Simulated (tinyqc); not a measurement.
Strained alloy layer of InP and GaP on (001) GaAs, model-solid band line-up: one step of the calculation.

The layer is x parts of the first compound and 1 - x of the second, grown coherently on the third as substrate and barrier. Rows of the table: lattice constant a, average valence level Ea on an absolute scale, spin-orbit splitting so, gaps at Gamma, X and L, hydrostatic deformation potentials av and ac (Gamma), shear potential b, elastic constants, electron and heavy-hole (along z) masses. All are interpolated linearly in x; gaps get -C x (1 - x), taken wholly in the conduction band; real line-ups can differ from this model by 0.1 eV or more.

Question. Critical thickness. In-plane strain e = (a_substrate - a)/a. Matthews-Blakeslee for 60-degree dislocations in a single layer: hc = k (ln(hc/bv) + 1), k = bv (1 - nu/4)/(4 pi |e| (1 + nu)), nu = c12/(c11 + c12), bv = a/sqrt(2); the larger root.

Values chosen for this exercise:
```
symbol,value,unit,meaning
x,0.64,,fraction of the first compound in the layer
CG,0.65,eV,bowing of the Gamma gap
CX,0.2,eV,bowing of the X gap
CL,1.03,eV,bowing of the L gap
Lw,3.1,nm,layer thickness
```

Binary compounds, values chosen for the exercise:

|  | close to InP | close to GaP | close to GaAs |
|---|---|---|---|
| a (angstrom) | 5.869 | 5.451 | 5.653 |
| Ea (eV) | -7.04 | -7.4 | -6.92 |
| so (eV) | 0.108 | 0.0802 | 0.34 |
| EG (eV) | 1.36 | 2.82 | 1.44 |
| EX (eV) | 2.22 | 2.28 | 1.91 |
| EL (eV) | 1.94 | 2.61 | 1.69 |
| av (eV) | 1.28 | 1.72 | 1.16 |
| ac (eV) | -5.06 | -7.1 | -7.18 |
| b (eV) | -1.69 | -1.81 | -1.72 |
| c11 (GPa) | 101 | 141 | 117 |
| c12 (GPa) | 56.2 | 62.1 | 53.4 |
| me (m0) | 0.0803 | 0.129 | 0.0678 |
| mh (m0) | 0.53 | 0.334 | 0.348 |

Wanted: nu; bv; hc.

Answer.

nu = 0.33573
bv = 0.40436 nm
hc = 7.5685 nm

The layer, Lw = 3.1 nm, is thinner than hc, so it stays coherent by this criterion.

Computed by the program tinyqc: `OMP_NUM_THREADS=1 python tinyqc.py 2690138 2690139 out.jsonl`, one thread of a shared Intel Xeon 2.30GHz, about 0.01 s for the whole run.
